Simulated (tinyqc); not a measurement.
One mass for the acceptor? Model: shallow acceptor in the spherical model (Baldereschi-Lipari), strong spin-orbit limit. Computed by tinyqc, a small Python program. Command: `OMP_NUM_THREADS=1 python tinyqc.py 3011212 3011213 out.jsonl acceptor walk`. One thread of a shared host (Intel(R) Xeon(R) Processor @ 2.30GHz), about 0.01 s of CPU time with the checks.

The 1S(3/2) state has an s envelope f(r) and a d envelope g(r). In effective units they obey -(f'' + 2f'/r + 2f/r) + mu (g'' + 5g'/r + 3g/r^2) = E f and -(g'' + 2g'/r - 6g/r^2 + 2g/r) + mu (f'' - f'/r) = E g. The cubic term, the split-off band and the central cell are left out.

Inputs (values chosen for the exercise, modelled on InAs): Luttinger gamma_1 = 19.9; Luttinger gamma_2 = 8.61; Luttinger gamma_3 = 9.38; dielectric constant eps = 14.7.

Constants: Ry = 13.605693123 eV; a_0 = 0.529177210903 angstrom.

Method:
- Ry* = Ry/(gamma_1 eps^2), a* = a_0 eps gamma_1, mu = (6 gamma_3 + 4 gamma_2)/(5 gamma_1), delta = (gamma_3 - gamma_2)/gamma_1; spherical masses 1/(gamma_1 (1 - mu)) (heavy) and 1/(gamma_1 (1 + mu)) (light).
- Basis: f_i = exp(-zeta_i r), g_i = r exp(-zeta_i r), weight r^2 dr, s = zeta_i + zeta_j. S_ff = 2/s^3, H_ff = zeta_i zeta_j S_ff - 2/s^2; S_gg = 24/s^5, H_gg = 8/s^3 + 24 zeta_i zeta_j/s^5 - 12/s^4; H(f_i, g_j) = mu (6 zeta_i^2/s^4 + 2 zeta_i/s^3); S_fg = 0. Each function is normalised by sqrt(S_ii).
- Large basis: zeta_i = 0.08 x 1.55^(i-1), i = 1..20 in each channel; overlap eigenvalues below 1e-11 are dropped.
- Binding energies are -E Ry*; the mass that fits is E(1S) eps^2/Ry.
- Hydrogenic binding Ry m/eps^2; the density-of-states mass is (m_H^(3/2) + m_L^(3/2))^(2/3); errors are against the large basis.

light-hole mass = 0.0262854 m_0

heavy-hole mass = 0.569476 m_0

1S(3/2) binding energy = 16.9332 meV

1S binding energy:
```
mass                     value (m_0)  binding (meV)  error (%)
light hole                   0.02629          1.655     -90.23
1/gamma_1                    0.05025          3.164     -81.32
mean of heavy and light      0.29788         18.755      10.76
heavy hole                   0.56948         35.856     111.75
density of states            0.57323         36.093     113.15
```

The coupled result, 16.93 meV, lies between the 1/gamma_1 value (no coupling) and the heavy-hole value; the closest single rule here is "mean of heavy and light", off by +10.8 %.
